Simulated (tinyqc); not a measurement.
From results back to parameters: valley splitting in a one-orbital chain of atomic planes (second-neighbour model). Four cases, with inputs chosen for the exercise.

Problem. For E(phi) = e0 + 2 v cos(phi) + 2 u cos(2 phi) with u, v > 0 and planes a/4 apart, the heights of the band at phi = 0 and phi = pi above its minimum were computed from hidden u and v; c = hbar^2/2m0.

Constants: hbar^2/2m0 = 3.80998211 eV angstrom^2.

Case 1.

Values chosen (out of a larger set: near those of the Delta valleys of silicon; abrupt walls in this chain split the valleys several times more than measured wells; not measured data): a = 5.434 angstrom (lattice constant; planes lie a/4 apart).

E(0) - Emin = 3.577553 eV
E(pi) - Emin = 1.261553 eV

Case 2.

Values chosen (out of a larger set: near those of the Delta valleys of silicon; abrupt walls in this chain split the valleys several times more than measured wells; not measured data): a = 5.433 angstrom (lattice constant; planes lie a/4 apart).

E(0) - Emin = 3.717635 eV
E(pi) - Emin = 1.381635 eV

Case 3.

Values chosen (out of a larger set: near those of the Delta valleys of silicon; abrupt walls in this chain split the valleys several times more than measured wells; not measured data): a = 5.421 angstrom (lattice constant; planes lie a/4 apart).

E(0) - Emin = 3.419813 eV
E(pi) - Emin = 1.407813 eV

Case 4.

Values chosen (out of a larger set: near those of the Delta valleys of silicon; abrupt walls in this chain split the valleys several times more than measured wells; not measured data): a = 5.442 angstrom (lattice constant; planes lie a/4 apart).

E(0) - Emin = 4.224614 eV
E(pi) - Emin = 1.264614 eV

Find: u, v; phi0; mass at the minimum.

Solution. E - Emin = 4u (cos(phi) + v/(4u))^2. The difference of the two heights is 4v, and for v < 4u the sum of their square roots is 4 sqrt(u). The mass is (2c)/((a/4)^2 (8u - v^2/(2u))).

Case 1.

u, v (eV): 0.568  0.579

phi0 = 1.8285 rad
mass at the minimum = 0.972 m0

Case 2.

u, v (eV): 0.602  0.584

phi0 = 1.8158 rad
mass at the minimum = 0.911 m0

Case 3.

u, v (eV): 0.576  0.503

phi0 = 1.7909 rad
mass at the minimum = 0.945 m0

Case 4.

u, v (eV): 0.632  0.740

phi0 = 1.8679 rad
mass at the minimum = 0.891 m0

Computed by tinyqc, one run a case: `OMP_NUM_THREADS=1 python tinyqc.py N N+1 out.jsonl` with N = 1450310, 1450342, 1450390, 1450401; one thread of a shared Intel(R) Xeon(R) Processor @ 2.30GHz, about 0.02 s a run at most.
